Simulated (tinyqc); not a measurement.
What each parameter does: sp3s* tight binding.

sp3s* tight binding, nearest neighbours only: anion (a) at 0, cation (c) at a/4 (1,1,1), orbitals s, px, py, pz, s* on each; k in units of 2 pi/a. With phases e_j = exp(i (pi/2) k.n_j) for n = (1,1,1), (1,-1,-1), (-1,1,-1), (-1,-1,1): g0 = (e1+e2+e3+e4)/4, g1 = (e1+e2-e3-e4)/4, g2 = (e1-e2+e3-e4)/4, g3 = (e1-e2-e3+e4)/4. The diagonal holds the levels Esa, Epa, Exa (s*) and Esc, Epc, Exc. Anion-cation block: <sa|sc> = Vss g0; <sa|xc> = Vsapc g1; <xa|sc> = -Vscpa g1; <xa|xc> = Vxx g0; <xa|yc> = <ya|xc> = Vxy g3, <xa|zc> = <za|xc> = Vxy g2, <ya|zc> = <za|yc> = Vxy g1; <s*a|xc> = Vxapc g1; <xa|s*c> = -Vpaxc g1; y and z take g2 and g3 in place of g1; s-s* and s*-s* vanish.

Values chosen for the exercise (near a published set for Si, fitted to gaps, whose masses and valley positions are rough; not measured data):
```
symbol  value   unit  meaning
Esa     -4.198  eV    s level of the anion
Epa     1.72    eV    p level of the anion
Esc     -4.198  eV    s level of the cation
Epc     1.72    eV    p level of the cation
Exa     6.7     eV    s* level of the anion
Exc     6.7     eV    s* level of the cation
Vss     -8.297  eV    s-s
Vxx     1.712   eV    px-px
Vxy     4.569   eV    px-py
Vsapc   5.743   eV    s anion, p cation
Vscpa   5.743   eV    s cation, p anion
Vxapc   5.38    eV    s* anion, p cation
Vpaxc   5.38    eV    p anion, s* cation
```

Gaps from the top of the valence band at Gamma; Delta is the minimum on (x,0,0), 0.5 <= x <= 1. A change on one sublattice alone makes the two atoms unequal.

One parameter was then changed.

Results before and after:
```
case     Ev (eV)  gap Gamma (eV)  gap Delta (eV)  gap L (eV)
base      0.0080          3.4240          1.1743      2.4988
changed   0.0080          3.4240          1.1983      2.5089
```

Which of these changes was made? (a) Esa = -3.898 eV; (b) Epc = 2.02 eV; (c) Vpaxc = 5.18 eV; (d) Exc = 6.4 eV; (e) Exa = 6.4 eV; (f) Vscpa = 5.543 eV.

Answer: (a) Esa = -3.898 eV. Of the candidates, run in turn, only this one gives the changed row.

All candidates:
```
case              Ev (eV)  gap Gamma (eV)  gap Delta (eV)  gap L (eV)
base               0.0080          3.4240          1.1743      2.4988
Epc = 2.02 eV      0.1514          3.4371          1.0991      2.3584
Vscpa = 5.543 eV   0.0080          3.4240          1.1210      2.4028
Esa = -3.898 eV    0.0080          3.4240          1.1983      2.5089
Exc = 6.4 eV       0.0080          3.4240          1.1162      2.3975
Exa = 6.4 eV       0.0080          3.4240          1.1162      2.3975
Vpaxc = 5.18 eV    0.0080          3.4240          1.2478      2.5019
```

Vscpa, Exc, Exa and Vpaxc cannot move Ev or the gap at Gamma, whose blocks do not hold them; s parameters never move Ev, and move the gap only where the lowest empty level at Gamma is s-like.

Run: tinyqc, `OMP_NUM_THREADS=1 python tinyqc.py 1451351 1451352 out.jsonl`; Intel(R) Xeon(R) Processor @ 2.30GHz, one thread, shared host; about 0.1 s of CPU time with all checks.
